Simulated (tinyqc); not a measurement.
CMOS latch-up, two-transistor model: one step of the calculation.

A parasitic pnp (emitter at Vdd, base shunted by Rw) and npn (emitter at ground, base shunted by Rs) feed each other: the npn collector current flows out of the pnp base node, the pnp collector current into the npn base node. Forward-active transistors with constant gains: Icn = Isn exp(Vn/Vt), Icp = Isp (exp(Vp/Vt) - 1). A current Ii is injected into the npn base node.

Task. The off branch. Node equations: Vp/Rw + Icp/bp = Icn and Vn/Rs + Icn/bn = Icp + Ii. Loop gain G = gn gp/[(1/Rw + gp/bp)(1/Rs + gn/bn)], gn = Icn/Vt, gp = (Icp + Isp)/Vt; the off state ends where G = 1, and Ii there is the trigger current. For each Vn: Icn, then Vp from the first equation, then Ii from the second.

Inputs (values chosen for the exercise); values close to those of bulk CMOS: temperature T = 293 K; current gain of the npn bn = 5.8; current gain of the pnp bp = 4.9; saturation current of the npn at T Isn = 1.6e-16 A; saturation current of the pnp at T Isp = 8.6e-17 A; substrate resistance shunting the npn Rs = 1900 ohm; well resistance shunting the pnp Rw = 3300 ohm; current injected into the substrate Ii = 0.277 mA.

Constants: q = 1.602176634e-19 C, kB = 1.380649e-23 J/K, Vt = kB T/q. Results are converted to the units shown.

Vn, point 0 to 7 (V): [0.501, 0.581, 0.631, 0.661, 0.681, 0.701, 0.716, 0.731]

Give: Icn; Vp; Icp; Ii; G.

Result.

Icn, point 0 to 7 (mA): [6.6317e-5, 0.0015764, 0.011421, 0.037473, 0.082744, 0.18270, 0.33094, 0.59947]
Vp, point 0 to 7 (V): [2.1885e-4, 0.0052022, 0.037689, 0.12366, 0.27305, 0.60163, 0.74301, 0.77426]
Icp, point 0 to 7 (mA): [7.4865e-16, 1.9677e-14, 2.9663e-13, 1.1437e-11, 4.2774e-9, 0.0019181, 0.51838, 1.7877]
Ii, point 0 to 7 (mA): [0.26370, 0.30606, 0.33407, 0.35436, 0.37269, 0.39853, -0.084477, -1.2996]
G, point 0 to 7: [5.6533e-14, 1.6056e-12, 3.7433e-11, 2.8575e-9, 1.6788e-6, 0.97287, 21.497, 24.665]

Ii peaks at 0.3985 mA, at Vn = 0.7010 V where G = 1; beyond it the loop feeds itself.

Program tinyqc, `OMP_NUM_THREADS=1 python tinyqc.py 2670138 2670139 out.jsonl`; Intel Xeon 2.30GHz, shared host, one thread, about 0.07 s.
